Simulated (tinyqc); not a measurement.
Luttinger-Kohn k.p, four valence bands, step by step. One step of it, computed by the program tinyqc.

Question. Bloch Hamiltonian at k. P = c g1 k^2, Q = c g2 (kx^2 + ky^2 - 2 kz^2), R = c sqrt3 [-g2 (kx^2 - ky^2) + 2i g3 kx ky], S = 2 c sqrt3 g3 (kx - i ky) kz, c = hbar^2/2m = 3.809982 eV angstrom^2; rows [P+Q, -S, R, 0], [-S*, P-Q, 0, R], [R*, 0, P-Q, S], [0, R*, S*, P+Q]. The path ends lie at |k| = 0.05 1/angstrom.

Luttinger parameters chosen for this model; energies are counted downward from the top of the valence band:

| parameter | value | unit |
|---|---|---|
| g1 | 8.430000 |  |
| g2 | 1.660000 |  |
| g3 | 2.800000 |  |

k point k (1/angstrom): 0.013000  0.002000  0.040000

Give: H(k) at k.

Answer.

H(k) at k (eV), lower triangle (Hermitian):
```
                  3/2              1/2            -1/2    -3/2
3/2            0.0378
1/2   -0.0192-0.0030i           0.0761
-1/2  -0.0018-0.0010i           0.0000          0.0761
-3/2           0.0000  -0.0018-0.0010i  0.0192+0.0030i  0.0378
```
